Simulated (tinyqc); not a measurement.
Free and nearly free electrons in a metal: one step. Relaxation time and mean free path. Three cases, with inputs chosen for the exercise.

Task: Use SI units: n in 1/m^3 (1e30 per 1/angstrom^3), rho in ohm m (1e-8 per micro-ohm cm).

Drude: 1/rho = n e^2 tau/(m m0) with e = 1.602176634e-19 C and m0 = 9.1093837e-31 kg; mean free path l = vF tau; rho l = hbar kF/(n e^2) = 12 pi^3 hbar/(e^2 S) with S = 4 pi kF^2 does not depend on tau or m.

Case 1.

Values chosen (out of a larger set: near those of Ca; not measured data): m = 1 m0 (mass); rho = 3.71 micro-ohm cm (bulk resistivity).

n = 0.0463189 1/angstrom^3
vF = 1.28622e+06 m/s

Case 2.

Values chosen (out of a larger set: near those of Na; not measured data): m = 1 m0 (mass); rho = 4.84 micro-ohm cm (bulk resistivity).

n = 0.0271498 1/angstrom^3
vF = 1.07642e+06 m/s

Case 3.

Values chosen (out of a larger set: near those of Ag, whose d bands this model ignores; not measured data): m = 1 m0 (mass); rho = 1.64 micro-ohm cm (bulk resistivity).

n = 0.0579103 1/angstrom^3
vF = 1.38563e+06 m/s

Give: tau; l; rho l.

Result:

Case 1.

tau = 20.65 fs
l = 26.56 nm
rho l = 9.854 1e-16 ohm m^2

Wires lose conductivity to surfaces and grain boundaries, with an excess that scales as rho l over the width and is of the order of rho itself at a width of l = 27 nm.

Case 2.

tau = 27.01 fs
l = 29.07 nm
rho l = 14.070 1e-16 ohm m^2

Wires lose conductivity to surfaces and grain boundaries, with an excess that scales as rho l over the width and is of the order of rho itself at a width of l = 29 nm.

Case 3.

tau = 37.37 fs
l = 51.77 nm
rho l = 8.491 1e-16 ohm m^2

Wires lose conductivity to surfaces and grain boundaries, with an excess that scales as rho l over the width and is of the order of rho itself at a width of l = 52 nm.

Computed by tinyqc, one run a case: `OMP_NUM_THREADS=1 python tinyqc.py N N+1 out.jsonl` with N = 1652102, 1652424, 1652608; one thread of a shared Intel(R) Xeon(R) Processor @ 2.30GHz, about 0.01 s a run at most.
